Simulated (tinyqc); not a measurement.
From results back to parameters: effective mass of the conduction band from tabulated energies. Two cases, with inputs chosen for the exercise.

Problem. A band follows E (1 + alpha E) = c k^2/m, c = hbar^2/2m0. Its energies at two wave vectors are given.

Constants: hbar^2/2m0 = 3.80998211 eV angstrom^2.
Find: y = c k^2/E; m; alpha.
Method. y = m + m alpha E is a straight line through the two points.

Case 1.

Values chosen (out of a larger set: band of an eight-band Kane model near GaAs; not measured data): k12 = (0.0291, 0.0776) 1/angstrom (two wave vectors).

energies (meV): 47.38013  286.64159

Solution.

y = c k^2/E (m0): 0.06809  0.08004
m = 0.0657 m0
alpha = 0.76 1/eV

Case 2.

Values chosen (out of a larger set: band of an eight-band Kane model near Ge; not measured data): k12 = (0.0213, 0.0568) 1/angstrom (two wave vectors).

energies (meV): 43.87270  247.53254

Solution.

y = c k^2/E (m0): 0.03940  0.04966
m = 0.0372 m0
alpha = 1.35 1/eV

Computed by tinyqc, one run a case: `OMP_NUM_THREADS=1 python tinyqc.py N N+1 out.jsonl` with N = 1851260, 1851270; one thread of a shared Intel(R) Xeon(R) Processor @ 2.30GHz, about 0.01 s a run at most.
